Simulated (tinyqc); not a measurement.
Electron mobility of a polar semiconductor by Rode's iterative solution of the Boltzmann equation: one step, computed by the program tinyqc. Command: `OMP_NUM_THREADS=1 python tinyqc.py 3021787 3021788 out.jsonl rode walk`. One thread of a shared host (Intel(R) Xeon(R) Processor @ 2.30GHz), about 0.01 s of CPU time with the checks.

The distribution is f(E) + e F l(E) (-df/dE) cos(theta) for a weak field F, theta counted from the force; l(E) is a mean free path. Elastic processes enter by their momentum rate, polar optical phonons by out- and in-scattering terms. One valley only: where upper valleys lie close, measured mobilities are lower. The density n is prescribed, even where a narrow-gap material would have more intrinsic carriers.

Task: Fermi level and screening. Parabolic band: E = hbar^2 k^2/(2 m), speed v = hbar k/m, states per spin, volume and energy g(E) = m k/(2 pi^2 hbar^2). Masses are multiplied by m_0 and all formulas are in SI units. The reduced Fermi level eta = E_F/(k_B T) solves n = 2 Z int g f dE with f = 1/(1 + exp(x - eta)) (Z = 1 unless valleys are given); screening length L_s = sqrt(eps_s eps_0 k_B T/(e^2 dn/deta)), dn/deta = 2 Z int g f (1 - f) dE. Integrals over x = E/(k_B T) use 160 Gauss-Legendre points in u = sqrt(x) from 0 to sqrt(max(eta, 0) + 32). N_I = n (1 + C)/(1 - C).

Inputs (values chosen for the exercise, modelled on GaSb):

| quantity | value | unit |
|---|---|---|
| effective mass m | 0.0396 | m_0 |
| static permittivity eps_s | 15.7 | - |
| electron density n | 1.9e+17 | 1/cm^3 |
| compensation ratio C | 0 | - |
| temperature T | 150 | K |

Band: parabolic. Elastic processes: acoustic, impurity.

Constants: k_B = 8.617333262e-05 eV/K; m_0 = 9.1093837015e-31 kg; e = 1.602176634e-19 C; hbar = 1.054571817e-34 J s; eps_0 = 8.8541878128e-12 F/m; k_B = 1.380649e-23 J/K.

Give: reduced Fermi level eta; screening length L_s; ionised impurity density N_I.

Result:

reduced Fermi level eta = 1.927

screening length L_s = 10.58 nm

ionised impurity density N_I = 1.90e+17 1/cm^3

Caution: the gas is degenerate, and screening of the polar coupling, left out here, would raise the mobility.
